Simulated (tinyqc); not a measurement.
# LED efficiency against current

ABC model of an LED: J = q da (A n + Ba n^2 + Ca n^3), IQE = Ba n^2/(A n + Ba n^2 + Ca n^3), differential lifetime 1/(A + 2 Ba n + 3 Ca n^2).

Inputs (values chosen for the exercise):
```
symbol,value,unit,meaning
A,4.1e7,1/s,defect coefficient of the active layer
Ba,1e-11,cm^3/s,radiative coefficient of the active layer
Ca,4.8e-30,cm^6/s,Auger coefficient of the active layer
da,42,nm,thickness of the active layer
```

Constants: q = 1.602176634e-19 C. Results are converted to the units shown.

LED efficiency against current:

| J (A/cm^2) | n (cm^-3) | IQE (%) | defect share (%) | Auger share (%) | differential lifetime (ns) |
|---|---|---|---|---|---|
| 0.7 | 2.522e16 | 0.6112 | 99.38 | 0.007397 | 24.09 |
| 3 | 1.059e17 | 2.514 | 97.36 | 0.1277 | 23.11 |
| 10 | 3.314e17 | 7.391 | 91.43 | 1.176 | 20.32 |
| 50 | 1.228e18 | 20.29 | 67.75 | 11.96 | 11.46 |
| 200 | 2.794e18 | 26.26 | 38.54 | 35.21 | 4.779 |
| 900 | 5.518e18 | 22.77 | 16.92 | 60.31 | 1.695 |
| 4000 | 9.840e18 | 16.29 | 6.787 | 76.93 | 0.6128 |
| 20000 | 1.754e19 | 10.36 | 2.420 | 87.22 | 0.2073 |
| 70000 | 2.710e19 | 7.062 | 1.068 | 91.87 | 0.08960 |

What does the table show?

The IQE goes from 0.611 through a maximum of 26.3 (at J = 200 A/cm^2 among the rows listed) to 7.06 %. The exact peak, Q/(Q + 2) = 26.3 % with Q = Ba/sqrt(A Ca) = 0.713, lies at n = sqrt(A/Ca) = 2.92e18 cm^-3, J = 219 A/cm^2, where the defect and Auger shares are equal. n goes as J^(0.99) at the low end and J^(0.35) at the high end.

Program tinyqc, `OMP_NUM_THREADS=1 python tinyqc.py 2300153 2300154 out.jsonl`; Intel Xeon 2.30GHz, shared host, one thread, about 0.01 s.
